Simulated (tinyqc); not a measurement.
Electron continuity equation in a given potential, Scharfetter-Gummel discretisation: one step of the calculation.

Steady state in one dimension: J = q mu n E + q D dn/dx with E = -dpsi/dx and D = mu Vt, dJ/dx = 0, fixed densities nL and nR at the ends. The potential is given, psi = U x/L - Ub exp(-((x/L - xb)/sb)^2), and is not changed by the electrons.

Task. Bernoulli factors. d_i = (psi_(i+1) - psi_i)/Vt; B(d) = d/(exp(d) - 1), B(0) = 1. The flux on interval i is J_i = (q D/h) [n_(i+1) B(d_i) - n_i B(-d_i)].

Parameters, values chosen for the exercise:

| symbol | value | unit | meaning |
|---|---|---|---|
| T | 293 | K | temperature |

Constants: q = 1.602176634e-19 C, kB = 1.380649e-23 J/K, Vt = kB T/q. Results are converted to the units shown.

psi, node 0 to 9 (V): 0.00000000  0.00788889  0.01577777  0.02365519  0.02775414  -0.06711535  -0.20554383  0.00441871  0.06224705  0.07099876

Wanted: d_i; B(d_i); B(-d_i).

Result.

```
interval	d_i	B(d_i)	B(-d_i)
0	0.3124	0.85190	1.1643
1	0.3124	0.85190	1.1643
2	0.3120	0.85210	1.1641
3	0.1623	0.92102	1.0834
4	-3.7574	3.8472	0.089811
5	-5.4826	5.5055	0.022895
6	8.3157	0.0020348	8.3178
7	2.2903	0.25797	2.5483
8	0.3466	0.83668	1.1833
```

The largest |d_i| is 8.32, above 2, where central differences lose the sign pattern that keeps densities positive.

tinyqc, about 0.01 s, one thread, Intel Xeon 2.30GHz (shared host): `OMP_NUM_THREADS=1 python tinyqc.py 2220048 2220049 out.jsonl`
